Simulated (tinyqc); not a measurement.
Comparisons within one model: valley splitting in a one-orbital chain of atomic planes (second-neighbour model). A value that a table varies takes the place of the one given here.

Each (001) plane carries one orbital with energy e0, hopping v to the next plane and u to the second: E(phi) = e0 + 2 v cos(phi) + 2 u cos(2 phi), where phi = pi - k a/4 (the sign of every second orbital is chosen so that v > 0, which shifts the phase by pi). The minimum lies at cos(phi0) = -v/(4u), phi0 = pi - (pi/2) k0 for a valley at k0 (2 pi/a), and e0 puts it at zero. A slab of N planes has hard walls: the matrix simply ends.

A well of Nw planes between barriers of 40 planes each (as of a SiGe alloy, taken as an offset alone). With x = j - 39.5 for plane j = 0, 1, ..., the potential is V0 (f(x) + f(Nw - x)) + F (j - 40) a/4, f(y) = 1/(1 + exp(y/L)), a step for L = 0; L is in planes, 4 L is about the distance over which f goes from 0.88 to 0.12, and 1 MV/m = 1e-4 V/angstrom.

Constants: hbar^2/2m0 = 3.80998211 eV angstrom^2.

Inputs chosen for the exercise (near those of the Delta valleys of silicon; abrupt walls in this chain split the valleys several times more than measured wells; not measured data):
- a = 5.435 angstrom (lattice constant; planes lie a/4 apart)
- ml = 0.965 m0 (longitudinal mass)
- N0 = 50 (first number of planes)
- Nf = 100 (planes in the thick slab)
- V0 = 0.25 eV (barrier height)
- F = 15 MV/m (field)
- Nw = 48 (planes in the well)
- k0 = 0.844 2 pi/a (position of the valley)

## Splitting against the number of planes

u = 0.568067 eV
v = 0.551251 eV
e0 = 1.269867 eV
phi0 = 1.815841 rad

Ten slabs from N0 on, of thickness (N - 1) a/4 between the outer planes. Effective mass: E1 = (c/ml)(pi/W)^2 with W = (N + 2) a/4: the amplitude vanishes on two missing planes at each end, and the envelope has its nodes N + 2 spacings apart. Large-N estimate of the splitting: 16 pi^2 u |sin(phi0) sin((N + 2) phi0)|/(N + 2)^3.

Doublet (meV):
```
N   thickness (angstrom)  mean level  effective mass  splitting  estimate
50                 66.58        7.79            7.81      0.122     0.108
51                 67.94        7.51            7.51      0.527     0.534
52                 69.30        7.23            7.24      0.350     0.341
53                 70.66        6.97            6.98      0.310     0.321
54                 72.01        6.73            6.73      0.457     0.454
55                 73.37        6.49            6.50      0.069     0.079
56                 74.73        6.27            6.27      0.443     0.445
57                 76.09        6.06            6.06      0.142     0.133
58                 77.45        5.86            5.86      0.335     0.340
59                 78.81        5.67            5.67      0.283     0.278
```

The mean level falls smoothly, from 7.8 to 5.7 meV, within 0.2 % of the effective-mass value. The splitting swings between 0.069 (N = 55) and 0.527 meV (N = 51): one plane more or less changes the phase between the two walls by phi0 = 1.816 rad. The estimate misses the computed values by at most 0.014 meV.

## Splitting against the electric field

A thick slab in a field F: plane j = 0, 1, ... gains the energy F j a/4 (1 MV/m = 1e-4 V/angstrom), which presses the electron against the first wall. The exponent is the slope of ln(splitting) against ln F between 20 and 50 MV/m.

Doublet:
```
F (MV/m)  mean level (meV)  splitting (meV)  splitting/F (meV per MV/m)
1                     7.80           0.1403                      0.1403
2                    12.23           0.2802                      0.1401
5                    22.24           0.7006                      0.1401
10                   34.87           1.4016                      0.1402
20                   54.46           2.8045                      0.1402
30                   70.53           4.2084                      0.1403
50                   97.43           7.0187                      0.1404
```

exponent = 1.00

The splitting goes from 0.1403 to 7.0187 meV. At high field it grows as F^1.00: at a single hard wall it follows the squared slope of the envelope, which is proportional to F, while the level itself grows about as F^(2/3) (here F^0.63). A hard wall is the sharpest interface possible; real Si interfaces split several times less.

## Sharp and graded interfaces

The lowest doublet for several interface widths L.

Doublet:
```
L (planes)  4 L (angstrom)  mean level (meV)  splitting (micro-eV)
0.00                  0.00             40.85               2104.27
0.25                  1.36             41.13               1077.96
0.50                  2.72             41.54                196.78
0.75                  4.08             42.07                 36.58
1.00                  5.43             42.73                  6.85
1.50                  8.15             44.35                  0.19
2.00                 10.87             46.28                  0.00
```

The mean level moves by +5.4 meV over the table, while the splitting falls from 2104.3 micro-eV at a step to 6.85 at L = 1 plane, a factor 307. Coupling the valleys needs the Fourier component of the potential at twice the valley wave vector, a period of a few planes, and grading removes it. Random alloy disorder, left out here, sets the splitting once this part is gone.

## What each parameter does

Step interfaces (L = 0). u, v, e0 follow from 8 u sin^2(phi0) = (2c/ml)/(a/4)^2, v = -4u cos(phi0), e0 = 2u + v^2/(4u), c = hbar^2/2m0. Each row changes one parameter from the base and keeps the others.

Results:
```
case               mean level (meV)  splitting (micro-eV)
base                          40.85                2104.3
k0 = 0.854 2 pi/a             40.85                2098.8
ml = 1.062 m0                 39.60                2103.7
V0 = 0.375 eV                 41.96                2104.8
F = 30 MV/m                   61.43                4206.8
Nw = 49                       40.85                2105.3
```

The largest shifts from the base row, up to three for each result and ties (the steps differ in size, so this ranks the rows, not the parameters). mean level (meV): F +20.58, ml -1.25, V0 +1.11; unchanged at the printed digits by k0 and Nw. splitting (micro-eV): F +2102.5, k0 -5.5, Nw +1.0.

(tinyqc, `OMP_NUM_THREADS=1 python tinyqc.py 1482317 1482318 out.jsonl`, Intel(R) Xeon(R) Processor @ 2.30GHz, 1 thread, shared host, about 0.02 s.)
